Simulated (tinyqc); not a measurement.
Width of the well: strained quantum well: band edges, subbands and transparency.

Growth on (001), barriers unstrained: tr(e) = e (2 - nu2), Z = b e (1 + nu2); Ec = Ev + Eg + ac tr(e), E_HH = Ev + av tr(e) + Z, E_LH = Ev + av tr(e) - Z (coupling to the split-off band left out).

Masses along z: me, 1/(g1 - 2 g2) for HH, 1/(g1 + 2 g2) for LH, likewise in the barrier; in the plane me, 1/(g1 + g2) for HH and 1/(g1 - g2) for LH (no mixing, which understates the hole masses away from k = 0). Level n solves k L + 2 atan[(k/m)/(kappa/mb)] = n pi, k = sqrt(m E/c), kappa = sqrt(mb (V - E)/c), c = hbar^2/2m0.

Transparency (Bernard-Duraffourg): Fc - Fv equals the lowest transition energy with n = p, n = sum m/(2 pi c) kB T ln(1 + exp((Fc - E)/kB T)) and p likewise over the listed subbands; c = hbar^2/2m0, 1/angstrom^2 = 1e16/cm^2.

Constants: hbar^2/2m0 = 3.80998211 eV angstrom^2; kB = 8.617333262e-05 eV/K; hc = 1239.841984 eV nm.

Inputs chosen for the exercise (near those of an InGaAs/InP well; the results hold for these values, not for the real material): e = -0.0003 (strain in the plane); nu2 = 0.998 (2 C12/C11); Eg = 0.713 eV (unstrained gap of the well); Ev = -0.592 eV (its valence edge); ac = -6.04 eV; av = 1.07 eV (Ev moves by av tr(e)); b = -1.89 eV (shear potential); Egb = 1.351 eV (gap of the barrier); Evb = -0.94 eV (its valence edge); me = 0.0426 m0 (electron mass); g1 = 14.01 (gamma1); g2 = 5.54 (gamma2); meb = 0.08 m0; g1b = 5.08; g2b = 1.6; T = 300 K (temperature); Ls = (30, 40, 55, 70, 90, 120) angstrom (widths).

All levels anew.

Results:
```
L (angstrom)  wavelength (nm)  top hole  hh1 - lh1 (meV)  n_tr (1e12/cm^2)  share in top  n_tr/L (1e18/cm^3)
30                       1348       hh1               93             0.364          0.92                1.21
40                       1427       hh1               78             0.376          0.86                0.94
55                       1509       hh1               61             0.405          0.73                0.74
70                       1562       hh1               48             0.441          0.61                0.63
90                       1608       hh1               37             0.488          0.49                0.54
120                      1650       hh1               27             0.559          0.37                0.47
```

What does the comparison show?

The wavelength tunes by 302 nm. The sheet density at transparency changes from 0.36 to 0.56, the top hole subband holding 0.92 and 0.37 of the holes at the ends, while the volume density falls by a factor 2.6. Critical thickness and carrier escape are left out.

(tinyqc, `OMP_NUM_THREADS=1 python tinyqc.py 1250737 1250738 out.jsonl`, Intel(R) Xeon(R) Processor @ 2.30GHz, 1 thread, shared host, about 0.01 s.)
